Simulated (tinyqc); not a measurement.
Hydrogenic impurity: series, fields, screening, photoionisation and donor-acceptor pairs. Changing the magnetic field B. Computed by tinyqc, a small Python program. Command: `OMP_NUM_THREADS=1 python tinyqc.py 3001708 3001709 out.jsonl hydrogenic sweep`. One thread of a shared host (Intel(R) Xeon(R) Processor @ 2.30GHz), about 0.02 s of CPU time with the checks.

One isotropic, parabolic band. Effective units: Ry* and a*, in which H = -nabla^2 - 2/r.

Inputs (values chosen for the exercise, for a model semiconductor): electron mass m = 0.217 m_0; dielectric constant eps = 12.1.

Parts treated: magnetic field and photoionisation.

Constants: Ry = 13.605693123 eV; a_0 = 0.529177210903 angstrom; h x 1 THz = 4.135667696 meV; mu_B = 5.7883818060e-05 eV/T.

Method. Ry* = Ry m/eps^2, a* = a_0 eps/m; level n is bound by Ry*/n^2; <r> = (3/2) a* in 1s; lines 1s -> np at Ry* (1 - 1/n^2); 1 THz = 4.135667696 meV. gamma = hbar omega_c/(2 Ry*) = mu_B B/(m Ry*). For m_z = 0, H = -nabla^2 - 2/r + gamma^2 rho^2/4, and the band edge moves to gamma Ry*. Basis: exp(-al rho^2 - be z^2), al_k = 0.02 x 2.4^k + gamma/4 x c with k = 0..11, be_k = 0.02 x 2.4^k and c = 0, 0.5, 1 (36 functions). With A = al_i + al_j, B = be_i + be_j (not the field) and the common factor pi^(3/2) dropped: S = 1/(A sqrt(B)), kinetic S (4 al_i al_j/A + 2 be_i be_j/B), <rho^2> = S/A, <1/r> = (2/sqrt(pi)) atanh(u)/(A u), u = sqrt(1 - B/A), which is (2/sqrt(pi))/A when A = B; overlap eigenvalues below 1e-11 are dropped. Binding = (gamma - E) Ry*; the spin term shifts level and edge alike.

One run for each value:

| magnetic field B (T) | binding energy in the field (meV) | ground level (meV) | gamma | magnetic length a*/sqrt(gamma) (angstrom) |
|---|---|---|---|---|
| 0.69 | 20.35 | -20.16 | 0.0091 | 308.9 |
| 1.30 | 20.51 | -20.16 | 0.0172 | 225.0 |
| 2.40 | 20.80 | -20.16 | 0.0317 | 165.6 |
| 4.50 | 21.33 | -20.13 | 0.0595 | 120.9 |
| 8.40 | 22.28 | -20.04 | 0.1111 | 88.5 |
| 16.00 | 24.00 | -19.73 | 0.2116 | 64.1 |
| 30.00 | 26.76 | -18.76 | 0.3968 | 46.8 |
| 55.00 | 30.78 | -16.11 | 0.7275 | 34.6 |

Over the rows, binding energy in the field (meV) rises from 20.3 to 30.8 (exponent d ln y / d ln x 0.012 between the first rows and 0.23 between the last); ground level (meV) rises from -20.2 to -16.1 (exponent d ln y / d ln x -1.7e-4 between the first rows and -0.25 between the last); gamma rises from 0.00913 to 0.728 (exponent d ln y / d ln x about 1.0 throughout). The band edge rises as gamma Ry*, the donor level at first only as gamma^2/2, so the binding grows; it grows more slowly once the magnetic length is below a*.
